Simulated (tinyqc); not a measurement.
Vertical double-diffused power MOSFET, components of the on-resistance: On-resistance against the channel mobility.

Stripe cells of pitch Wp + a, two channels a cell. Current flows through the channels, spreads in the accumulation layer, passes the gap between the p bodies and spreads at 45 degrees into the drift layer below them. Low drain voltage, full ionisation.

Triangular field at breakdown with Ec = Kc N^(1/8): BV = eps0 eps_r Ec^2/(2 q N), so N = (eps0 eps_r Kc^2/(2 q BV))^(4/3); W = 2 BV/Ec; mu = mud (T/300 K)^(-bt); rho = 1/(q mu N); ideal resistance rho W. Pitch p = Wp + a, Cox = 3.9 eps0/tox; zero-bias depletion in the gap w0 = sqrt(2 eps0 eps_r Vbi/(q N Nj)), open gap g = a - 2 w0; R_ch = Lc p/(2 mch Cox Vov); R_acc = 0.6 a p/(4 mac Cox Vov), 0.6 being an empirical factor for current leaving the layer along its length; R_gap = (rho/Nj) xp p/g; spreading depth t = min(W, (p - g)/2); R_drift = (rho p/2) ln((g + 2 t)/g) + rho (W - t); R_on = the sum with Rs.

Inputs (values chosen for the exercise); bulk values close to those of 4H silicon carbide:
```
symbol,value,unit,meaning
T,350,K,temperature
eps_r,9.95,,relative permittivity
Kc,23900,V/cm per (cm^-3)^(1/8),critical-field constant
BV,3300,V,rated breakdown voltage of the drift layer
mud,827,cm^2/(V s),drift mobility at 300 K
bt,2.3,,temperature exponent of the drift mobility
tox,60,nm,gate oxide thickness (eps_r 3.9)
Vov,11,V,gate overdrive
mac,85,cm^2/(V s),accumulation-layer mobility
Lc,1.1,um,channel length
Wp,3.2,um,"width of the p body in one cell, channels included"
a,4.6,um,gap between neighbouring p bodies
xp,1.6,um,depth of the p body
Nj,2,,doping of the gap over the drift doping
Vbi,2.87,V,built-in voltage of the body junction
Rs,0.15,mohm cm^2,substrate and contact resistance
```

Constants: q = 1.602176634e-19 C, eps0 = 8.8541878128e-14 F/cm where lengths are in cm. Results are converted to the units shown.

The same in every row: R_acc (mohm cm^2) = 1.000; R_gap (mohm cm^2) = 0.5481; R_drift (mohm cm^2) = 9.370; ideal (mohm cm^2) = 9.050.

Result of one run:
```
R_ch (mohm cm^2)  R_on (mohm cm^2)  largest term
1.694                        12.76         drift
```

Which channel mobility mch gave this result: 5, 10, 40, 70 or 300 cm^2/(V s)?

mch = 40 cm^2/(V s).

The whole series:
```
mch (cm^2/(V s))  R_ch (mohm cm^2)  R_on (mohm cm^2)  largest term
5                            13.55             24.62       channel
10                           6.776             17.85         drift
20                           3.388             14.46         drift
40                           1.694             12.76         drift
70                          0.9681             12.04         drift
100                         0.6776             11.75         drift
300                         0.2259             11.29         drift
500                         0.1355             11.20         drift
```

R_on falls from 24.6 to 11.2 mohm cm^2. The channel term is the largest at mch = 5, the drift term from 10 on. R_on is 2.72 times the ideal drift resistance in the first row and 1.24 times in the last.

Program tinyqc, `OMP_NUM_THREADS=1 python tinyqc.py 2230012 2230013 out.jsonl`; Intel Xeon 2.30GHz, shared host, one thread, about 0.01 s.
